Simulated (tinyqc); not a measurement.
Internal photoemission over an interface barrier: one step of the calculation.

Electrons are excited from the valence band of a semiconductor over the barrier Phi(F) = P0 - sqrt(q F/(4 pi eps0 ei)), whose top lies at xm = sqrt(q/(16 pi eps0 ei F)). The yield is Y = A (hv - Phi)^p exp(-xm/l), with A = 1 here.

Question. Barrier in the field. Lowering P0 - Phi, barrier, position of its top, scattering factor and threshold wavelength.

Inputs (values chosen for the exercise); dielectric values close to those of hafnium oxide:
- P0 = 2.77 eV (barrier at zero field)
- ei = 4.06 (image-force permittivity)
- l = 1.2 nm (scattering length in the image well)
- F = 3.5 MV/cm (field in the dielectric)

Constants: q = 1.602176634e-19 C, h = 6.62607015e-34 J s, c = 299792458 m/s, eps0 = 8.8541878128e-14 F/cm where lengths are in cm. Results are converted to the units shown.

Wanted: lowering; Phi; xm; exp(-xm/l); threshold wavelength h c/(q Phi).

Answer.

lowering = 352.33 meV
Phi = 2.4177 eV
xm = 0.50333 nm
exp(-xm/l) = 0.65742
threshold wavelength h c/(q Phi) = 512.82 nm

Computed by the program tinyqc: `OMP_NUM_THREADS=1 python tinyqc.py 2410107 2410108 out.jsonl`, one thread of a shared Intel Xeon 2.30GHz, about 0.01 s for the whole run.
